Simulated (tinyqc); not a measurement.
Decay of LO phonons and the hot-phonon bottleneck in the cooling of electrons: one step, computed by the program tinyqc.

n(E, T) = 1/(exp(E/(k_B T)) - 1) is the Bose occupation. Electrons have a temperature T_e; the LO modes within their reach share one occupation N; the decay products stay at the lattice temperature.

Task: Spontaneous emission time. Froehlich coupling alpha = (e^2/(4 pi eps_0)) (1/eps_inf - 1/eps_s) k_0/(2 hbar omega), k_0 = sqrt(m* hbar omega/(hbar^2/(2 m_0))); emission time tau_sp = hbar/(2 alpha hbar omega); bottleneck ratio r = (n/N_m) tau/tau_sp.

Inputs (values chosen for the exercise, modelled on indium phosphide):
```
quantity,value,unit
LO energy hbar omega,42.7,meV
lattice temperature T,500,K
electron mass m*,0.0817,m_0
eps_inf,9.5,-
static dielectric constant eps_s,12.3,-
electron density n,2e+19,1/cm^3
"density of LO modes that the electrons reach, N_m",9.6e+19,1/cm^3
```

Decay channel: two equal phonons plus a three-phonon channel.

phonon lifetime tau = 2.945696 ps

Constants: e^2/(4 pi eps_0) = 14.39964548 eV angstrom; hbar^2/(2 m_0) = 3.80998212 eV angstrom^2; hbar = 6.582119569e-16 eV s.

Give: alpha; emission time tau_sp; bottleneck ratio r.

Result:

alpha = 0.1223

emission time tau_sp = 63.04 fs

bottleneck ratio r = 9.735

r compares the rate at which electrons exchange quanta with a mode to its decay rate. Exchange outruns decay, so a hot population builds up if the power is high enough.
